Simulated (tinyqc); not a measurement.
Frequency dispersion of an accumulation capacitance by border traps, distributed model: one step of the calculation.

Traps spread evenly through the insulator exchange electrons with the semiconductor by tunnelling, with tau(x) = t0 exp(2 ka x) at depth x from the interface. The admittance per area Y seen at depth x obeys dY/dx = -Y^2/(i w eps0 eox) + q Nb ln(1 + i w tau)/tau, with Y(0) = i w Cs and w = 2 pi f; the gate sees Y(tox) = G + i w C. Working variable y = Y/(i w), in uF/cm^2. Cox = eps0 eox/tox.

Question. Scales and lumped estimate. Cox; trap-free value 1/(1/Cox + 1/Cs); response depth d = ln(1/(w t0))/(2 ka), where w tau = 1; lumped estimate: all traps within d act as C_bt = q Nb d placed at d/2, so C = 1/{1/[1/(1/Cs + d/(2 eps0 eox)) + C_bt] + (tox - d/2)/(eps0 eox)}.

Parameters, values chosen for the exercise; permittivity close to that of silicon dioxide:

| symbol | value | unit | meaning |
|---|---|---|---|
| eox | 4.02 |  | relative permittivity of the insulator |
| tox | 4.5 | nm | insulator thickness |
| Cs | 0.91 | uF/cm^2 | semiconductor capacitance in accumulation |
| Nb | 7.3e18 | cm^-3 eV^-1 | density of border traps |
| ka | 4 | 1/nm | decay constant of the wave function in the insulator |
| t0 | 4e-9 | s | time constant of a trap at the interface |
| f | 1e5 | Hz | frequency |

Constants: q = 1.602176634e-19 C, eps0 = 8.8541878128e-14 F/cm where lengths are in cm. Results are converted to the units shown.

Give: Cox; trap-free C; d; C_bt; lumped C.

Answer.

Cox = 0.7910 uF/cm^2
trap-free C = 0.4232 uF/cm^2
d = 0.7483 nm
C_bt = 0.08752 uF/cm^2
lumped C = 0.4448 uF/cm^2

The traps within reach amount to 0.0962 Cs and lie in the first 16.6 % of the insulator.

Program tinyqc, `OMP_NUM_THREADS=1 python tinyqc.py 2202211 2202212 out.jsonl`; Intel Xeon 2.30GHz, shared host, one thread, about 0.3 s.
